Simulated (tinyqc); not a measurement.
Coherent transport through a tight-binding region between two chains, step by step. Computed by tinyqc, a small Python program that keeps every step. Settings: temperature = 77, mu = -0.16. Command: `OMP_NUM_THREADS=1 python tinyqc.py 22076 22077 out.jsonl` (the two numbers bound the seeds that draw the settings). One thread of a shared host (Intel(R) Xeon(R) Processor @ 2.60GHz), about 0.1 s of CPU time with the checks.

## Transmission at E = -0.46 eV

H of the central region (eV):
```
          1         2         3         4         5         6
1   0.00000  -1.44000   0.00000   0.00000   0.00000   0.00000
2  -1.44000   0.00000  -1.44000   0.00000   0.00000   0.00000
3   0.00000  -1.44000   0.00000  -0.33000   0.00000   0.00000
4   0.00000   0.00000  -0.33000   0.00000  -1.91000   0.00000
5   0.00000   0.00000   0.00000  -1.91000   0.00000  -1.05000
6   0.00000   0.00000   0.00000   0.00000  -1.05000   0.00000
```

Leads: semi-infinite chains with site energy 0:

| parameter | value |
|---|---|
| lead hopping t (eV) | 2.680000 |
| coupling to the left lead (eV) | 0.680000 |
| coupling to the right lead (eV) | 0.360000 |
| left contact site | 1 |
| right contact site | 6 |

E = -0.46000 eV

Surface Green function g = (E - i sqrt(4 t^2 - E^2)) / (2 t^2); self-energy tc^2 g on each contact site; G = (E - H - Sigma)^(-1); Gamma = -2 Im Sigma; T = Gamma_L Gamma_R |G_LR|^2; local density of states -Im G_ii / pi.

g = -0.03202-0.37176i 1/eV

G (1/eV):
```
                   1                  2                  3                  4
1  -1.06888-0.21107i   0.33879+0.06234i   1.17710+0.23099i   0.16244+0.04994i
2   0.33879+0.06234i   0.11218-0.02117i   0.39149-0.06911i   0.05618-0.00395i
3   1.17710+0.23099i   0.39149-0.06911i  -1.05204-0.25306i  -0.14449-0.05120i
4   0.16244+0.04994i   0.05618-0.00395i  -0.14449-0.05120i  -0.44657-0.05413i
5  -0.16425-0.02788i  -0.05411+0.01099i   0.14697+0.03139i   0.44097-0.00419i
6  -0.36744-0.10306i  -0.12590+0.01200i   0.32722+0.10689i   1.00552+0.09663i

                   5                  6
1  -0.16425-0.02788i  -0.36744-0.10306i
2  -0.05411+0.01099i  -0.12590+0.01200i
3   0.14697+0.03139i   0.32722+0.10689i
4   0.44097-0.00419i   1.00552+0.09663i
5   0.08081-0.00643i   0.18563+0.00480i
6   0.18563+0.00480i  -1.74777-0.17366i
```

local density of states (1/eV): 0.06719  0.00674  0.08055  0.01723  0.00205  0.05528

transmission = 0.00482

## Transmission across the band

The same steps on a grid of energies.

T(E):

| E (eV) | T |
|---|---|
| -5.0920000 | 4.74e-11 |
| -4.5828000 | 5.68e-10 |
| -4.0736000 | 4.98e-09 |
| -3.5644000 | 5.35e-08 |
| -3.0552000 | 1.02e-06 |
| -2.5460000 | 0.00010 |
| -2.0368000 | 0.10432 |
| -1.5276000 | 0.00055 |
| -1.0184000 | 0.00044 |
| -0.5092000 | 0.00331 |
| 0.0000000 | 0.64537 |
| 0.5092000 | 0.00331 |
| 1.0184000 | 0.00044 |
| 1.5276000 | 0.00055 |
| 2.0368000 | 0.10432 |
| 2.5460000 | 0.00010 |
| 3.0552000 | 1.02e-06 |
| 3.5644000 | 5.35e-08 |
| 4.0736000 | 4.98e-09 |
| 4.5828000 | 5.68e-10 |
| 5.0920000 | 4.74e-11 |

levels of the isolated region (eV): -2.24375  -1.98992  -0.11175  0.11175  1.98992  2.24375

## Current

I = (2e/h) int T(E) [f(E - mu - V/2) - f(E - mu + V/2)] dE at 77 K with mu = -0.16 eV, the bias not changing H; 2e^2/h = 77.48092 microsiemens; the integral runs over the band on 4001 points.

Current:

| V (volt) | I (microampere) |
|---|---|
| 0.01000 | 0.27654 |
| 0.05000 | 1.43219 |
| 0.10000 | 3.09483 |
| 0.20000 | 6.64175 |
| 0.40000 | 12.17907 |
| 0.80000 | 19.98375 |
